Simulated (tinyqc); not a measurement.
One electron in a tunnel-coupled double dot: charge qubit, sensing and quantum capacitance: one step of the calculation.

Basis (left, right), H = [[ep/2, tc], [tc, -ep/2]], splitting Om = sqrt(ep^2 + 4 tc^2), ep = al times the gate voltage. In equilibrium the electron is on the right with the chance P_R = [1 + (ep/Om) tanh(Om/2 kB T)]/2.

Task. Dephasing by charge noise. Noise in ep shifts Om by (ep/Om) d + (2 tc^2/Om^3) d^2. For Gaussian d of deviation se the spread of Om is sqrt[(ep se/Om)^2 + 2 (2 tc^2 se^2/Om^3)^2], and T2* is estimated as sqrt(2) hbar/spread; Om T2*/h counts the oscillations within T2*.

Parameters, values chosen for the exercise:
```
symbol,value,unit,meaning
tc,19,ueV,tunnel coupling
se,5.5,ueV,deviation of quasi-static detuning noise
ep,-53.4,ueV,detuning
```

Constants: q = 1.602176634e-19 C, hbar = 1.054571817e-34 J s, h = 6.62607015e-34 J s. Results are converted to the units shown.

Wanted: first-order spread; second-order spread; T2*; oscillations within T2*.

Result.

first-order spread = 4.481 ueV
second-order spread = 0.1097 ueV
T2* = 0.2077 ns
oscillations within T2* = 3.291

At ep = 0 the first-order term vanishes and T2* would be 1.65 ns.

Program tinyqc, `OMP_NUM_THREADS=1 python tinyqc.py 2470116 2470117 out.jsonl`; Intel Xeon 2.30GHz, shared host, one thread, about 0.01 s.
